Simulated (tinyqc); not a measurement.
Sub-threshold conduction and electro-thermal threshold of an amorphous chalcogenide: two steps of the calculation.

Trap-limited conduction: I = I0 exp(-Ea/kB T) sinh(q V dz/(2 ua kB T)), I0 = 2 q A Nt dz/ta. One lumped temperature T = T0 + Rt I V. The threshold is the largest V for which a steady state exists on the low-current branch.

Inputs (values chosen for the exercise); values of the order of Ge-Sb-Te and related chalcogenides: ambient temperature T0 = 358 K; cross-section A = 950 nm^2; amorphous thickness ua = 39 nm; distance between traps dz = 5.1 nm; activation energy Ea = 0.3 eV; trap density Nt = 5.7e18 cm^-3; attempt time ta = 1e-14 s; thermal resistance Rt = 7.4 K/uW; voltage across the amorphous layer V = 1.77 V.

Constants: q = 1.602176634e-19 C, kB = 1.380649e-23 J/K. Results are converted to the units shown.

Task 1. Isothermal quantities. I0, the low-field resistance 2 ua kB T0 exp(Ea/kB T0)/(q dz I0), the slope voltage V0 = 2 ua kB T0/(q dz), and I at V without heating.

Find: I0; low-field resistance; V0; I without heating.

Result 1.

I0 = 0.8849 mA
low-field resistance = 8.916 Mohm
V0 = 0.4718 V
I without heating = 1.126 uA

Task 2. Self-heating. I at the present T, then T(new) = T0 + Rt I V.

T at the start = 358 K

Find: I; T after iteration 1.

Result 2.

I = 1.126 uA
T after iteration 1 = 372.7 K

Range of the model: Purely electronic switching mechanisms, filaments and series resistance are left out.

tinyqc, about 0.02 s, one thread, Intel Xeon 2.30GHz (shared host): `OMP_NUM_THREADS=1 python tinyqc.py 2490148 2490149 out.jsonl`
